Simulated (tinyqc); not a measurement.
# Worked calculation: random telegraph noise from one oxide trap in a small MOSFET

tinyqc, about 0.01 s, one thread, Intel Xeon 2.30GHz (shared host): `OMP_NUM_THREADS=1 python tinyqc.py 2710076 2710077 out.jsonl` Printed values are rounded.

An acceptor-like trap exchanges electrons with the channel. Inversion charge Q = Cox u, u = n Vt W0(exp((Vg - VT)/(n Vt))), W0 the Lambert function, n = nf, Cox = eps0 eox/tox; linear regime Id = (W/L) mu Q Vd. Relative to threshold the surface potential rises by Vt ln(u/u0) and the oxide voltage by the rest of Vg - VT, with u0 = n Vt W0(1).

Inputs (values chosen for the exercise); values of the order met in silicon transistors:
- T = 350 K (temperature)
- eox = 3.9 (relative permittivity of the gate insulator (close to silicon dioxide))
- tox = 4.4 nm (insulator thickness)
- xt = 1.7 nm (depth of the trap from the channel interface)
- E0 = 0.18 eV (trap level above the channel Fermi level at threshold)
- s0 = 2e-16 cm^2 (capture prefactor)
- EB = 0.47 eV (capture barrier (lattice relaxation))
- lt = 0.15 nm (tunnelling decay length)
- vth = 1.4e7 cm/s (thermal velocity)
- zi = 2.1 nm (thickness of the inversion layer)
- VT = 0.49 V (threshold voltage)
- nf = 1.1 (body factor)
- W = 22 nm (gate width)
- L = 41 nm (gate length)
- mu = 170 cm^2/(V s) (mobility)
- asc = 0 V s (scattering coefficient of the charged trap)
- Vd = 0.1 V (drain voltage)
- Vg = 0.88 V (gate voltage)

Constants: q = 1.602176634e-19 C, kB = 1.380649e-23 J/K, Vt = kB T/q, eps0 = 8.8541878128e-14 F/cm where lengths are in cm. Results are converted to the units shown.

Range of the model: VT is taken as given; short-channel effects and the uneven flow of current among few electrons are left out.

## Trap level, time constants and occupancy

N = Cox u/q; dpsi = Vt ln(u/u0); E = E0 - dpsi - (xt/tox)(Vg - VT - dpsi); capture time tc = 1/[(N/zi) vth s0 exp(-xt/lt - EB/Vt)]; emission time te = tc exp(-E/Vt); occupancy te/(tc + te).

u = 0.3152971 V
N = 1.544437e12 cm^-2
dpsi = 0.08501718 V
E = -0.02285145 eV
tc = 23.76826 s
te = 50.70418 s
occupancy = 0.6808449

The trap lies 0.76 Vt below the Fermi level, so it is filled most of the time.

## Step height

A = W L; threshold step dV = q (1 - xt/tox)/(Cox A); gm/Id = 1/(u + n Vt); relative step dI/I = (gm/Id) dV + asc mu/A. Id as defined.

electrons in the channel N A = 13.93082
dV = 13.88847 mV
gm/Id = 2.869656 1/V
number part of dI/I = 3.985512 %
dI/I = 3.985512 %
Id = 2.257191 uA
dI = 89.96063 nA

## Lorentzian spectrum

Spectrum S(f) = 4 dI^2/{(tc + te)[(1/tc + 1/te)^2 + (2 pi f)^2]}; corner fc = (1/tc + 1/te)/(2 pi); variance dI^2 tc te/(tc + te)^2. Give S at f = 0, at fc and at 10 fc.

fc = 0.009835005 Hz
S(0) = 1.138310e-13 A^2/Hz
S(fc) = 5.691549e-14 A^2/Hz
S(10 fc) = 1.127039e-15 A^2/Hz
rms current = 41.93508 nA

The rms value is 0.466 of the step; it reaches its largest share, 1/2, when tc = te.
